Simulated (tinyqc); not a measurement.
Worked calculation: deformation potentials from a strained empirical pseudopotential. Values are carried at full precision from step to step, so a last printed digit may differ when a step is redone from the rounded ones.

Diamond lattice, no spin-orbit coupling. Atomic form factor V(q) = a1 (q^2 - a2)/(a3 exp(a4 q^2) - 1) in rydberg with q in 1/bohr, for the unstrained cell. Under a strain e the reciprocal vectors and k go over into (1 + e)^(-1) G, the atoms sit at +/- tau with tau = (1 + e) a (1,1,1)/8 - zeta a (eyz, ezx, exy)/4, and H(G,G') = c |k + G|^2 delta + (V(q)/det(1 + e)) cos(q.tau), q = G - G', with the term q = 0 left out; c = hbar^2/2m0. The basis is fixed before straining: all G with |k + G|^2 up to 16 (2 pi/a)^2. k is given in units of 2 pi/a of the unstrained cell.

Constants: a0 (Bohr radius) = 0.5291772105 angstrom; hbar^2/2m0 = 3.80998211 eV angstrom^2; Ry = 13.60569312 eV.

Values chosen for the exercise (a germanium-sized cell with gaps well above those of Ge; not measured data):
- a = 5.656 angstrom (lattice constant)
- A = (0.399, 2.403, 2.061, 0.452) (a1 (Ry bohr^2), a2 (1/bohr^2), a3, a4 (bohr^2))
- h = 0.002 (size of the test strain)
- kD = 0.82 2 pi/a (position of the Delta minimum)
- zeta = 0.65 (internal-strain parameter)

## Form factors, unstrained and under a volume change

q^2 = n (2 pi/a)^2 a0^2 for the shells n = 3, 8, 11; for e = h 1, q^2 is divided by (1 + h)^2 and V by (1 + h)^3. Last column: the change divided by the relative change of volume, (1 + h)^3 - 1.

Form factors:
```
n   q^2 (1/bohr^2)    V (Ry)  V expanded (Ry)  dV/(dVol/Vol) (Ry)
3          1.03673  -0.23774         -0.23768              0.0114
8          2.76461   0.02331          0.02259             -0.1190
11         3.80133   0.05319          0.05270             -0.0827
```

## Gaps under a volume change

e = -h 1, 0, +h 1; gaps from the valence top to the s-like level at Gamma (level 5), and to level 5 at (kD,0,0) and (1/2,1/2,1/2).

Gaps (eV):
```
gap             e = -h    e = 0   e = +h
Gamma, s-like  1.83386  1.77976  1.72586
Delta          1.26944  1.27459  1.27947
L              1.23103  1.21335  1.19560
```

## Hydrostatic deformation potentials

a = [E(+h) - E(-h)]/(3 ln((1 + h)/(1 - h))).

a of the gaps to Gamma, Delta, L (eV): -9.00  0.84  -2.95

Compression opens the Gamma gap, opens the L gap and closes the Delta gap. Only differences are defined here: the absolute shifts depend on the mean potential, which this model leaves out.

## Tetragonal strain

e = diag(-h/2, -h/2, h). Level 5 at (kD,0,0) and (0,0,kD), and levels 2 to 4 at Gamma, all from the mean of the three valence levels.

Delta x, Delta z (eV): 1.26677  1.29022

valence levels (eV): -0.01789  0.00895  0.00895

## Xu of the Delta valleys and b

For e = diag(-h/2, -h/2, h): E(Delta z) - E(Delta x) = Xu (ezz - exx), and without spin-orbit coupling E(Z) - E(X, Y) = 3 b (ezz - exx); Z is the single level, X and Y the pair.

Xu = 7.81 eV
b = -2.98 eV

Stretching along z raises the valleys on the z axis and lowers the Z valence state. One-sided differences carry an error of order h. A local potential fitted to band energies alone fixes these slopes only roughly; b tends to come out too large and Xu of L too small.

## Trigonal strain

exy = eyz = ezx = h, with the internal displacement. Level 5 at (1/2,1/2,1/2) and (1/2,-1/2,-1/2), and levels 2 to 4 at Gamma, from the mean of the three valence levels.

L [111], L [1-1-1] (eV): 1.26155  1.19711

valence levels (eV): -0.03035  0.01518  0.01518

## Xu of the L valleys and d

For the tensor strain exy = eyz = ezx = h: E(L [111]) - E(L [1-1-1]) = (8/3) Xu h, and E(single valence level) - E(pair) = 3 sqrt(3) d h. Find Xu and d.

Xu (L) = 12.08 eV
d = -4.38 eV

## Checks

- Level 5 at (kD,0,0) and (0,kD,0) under the tetragonal strain (eV): both 10.4347.

Program tinyqc; command `OMP_NUM_THREADS=1 python tinyqc.py 1880379 1880380 out.jsonl`; about 0.2 s on one thread of a shared Intel(R) Xeon(R) Processor @ 2.30GHz.
